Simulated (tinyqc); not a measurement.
Gaussian against the exact two-step profile: two-step dopant diffusion (predeposition and drive-in) with a constant diffusivity. Computed by tinyqc, a small Python program. Command: `OMP_NUM_THREADS=1 python tinyqc.py 3005447 3005448 out.jsonl dopdiff walk`. One thread of a shared host (Intel(R) Xeon(R) Processor @ 2.30GHz), about 0.04 s of CPU time with the checks.

Fick diffusion into a half space x > 0 whose background doping C_B is of the opposite type, so that a junction lies where C = C_B.

Inputs (values chosen for the exercise, modelled on phosphorus in silicon): prefactor D0 = 4 cm^2/s; activation energy E = 3.67 eV; surface concentration C_s = 1.1e+19 1/cm^3; background doping C_B = 1.7e+15 1/cm^3; predeposition temperature T1 = 1025 C; predeposition time t1 = 5 min; drive-in temperature T2 = 1075 C; drive-in time t2 = 240 min.

Furnace ramps of the drive-in: none.

Constants: k_B = 8.617333262e-05 eV/K.

Method:
- D = D0 exp(-E/(k_B T)).
- Temperatures in kelvin are T(C) + 273.15.
- Times in seconds are 60 times the minutes.
- (Dt)2 = D2 t2, t2 in seconds.
- C = C_s erfc(x/(2 sqrt(D1 t1))); dose Q = 2 C_s sqrt(D1 t1/pi); the junction solves erfc(z) = C_B/C_s with x_j = 2 z sqrt(D1 t1).
- With a sealed surface and a thin source, C = Q/sqrt(pi (Dt)2) exp(-x^2/(4 (Dt)2)); x_j = 2 sqrt((Dt)2 ln(C(0)/C_B)); gradient at the junction |dC/dx| = C_B x_j/(2 (Dt)2).
- Exact two-step profile: C = (2 C_s/pi) int_0^alpha exp(-beta (1 + u^2))/(1 + u^2) du with alpha = sqrt(D1 t1/(Dt)2), beta = x^2/(4 (D1 t1 + (Dt)2)).
- The integral takes 48 Gauss-Legendre points; solve C(x) = C_B.
- Gaussian: C = Q/sqrt(pi (Dt)2) exp(-x^2/(4 (Dt)2)).
- Depths are fractions of the Gaussian x_j.

surface concentration C(0) (Gaussian) = 5.50097e+17 1/cm^3

junction depth x_j = 1.59375 um

drive-in budget (Dt)2 = 1.09873e-09 cm^2

product D1 t1 = 6.77991e-12 cm^2

exact junction depth = 1.59674 um

Profiles:
```
x/x_j  x (um)  Gaussian (1/cm^3)  exact (1/cm^3)   ratio
0.0    0.0000         5.5010e+17      5.4897e+17  1.0021
0.2    0.3187         4.3656e+17      4.3607e+17  1.0011
0.4    0.6375         2.1819e+17      2.1857e+17  0.9983
0.6    0.9562         6.8682e+16      6.9128e+16  0.9936
0.8    1.2750         1.3616e+16      1.3796e+16  0.9870
1.0    1.5937         1.7000e+15      1.7372e+15  0.9786
1.2    1.9125         1.3368e+14      1.3804e+14  0.9684
```

With D1 t1/(Dt)2 = 0.0062, the Gaussian is 0.21 % high at the surface and 2.1 % low at its own junction; the exact junction lies at 1.597 um, 0.19 % deeper. The dose is the same, but the real source already has a width, which is negligible here. Caution: C_s exceeds the intrinsic carrier density of silicon at the predeposition temperature (2e18 to 1e19 per cm^3), where real diffusivities rise with concentration and profiles turn box-like.
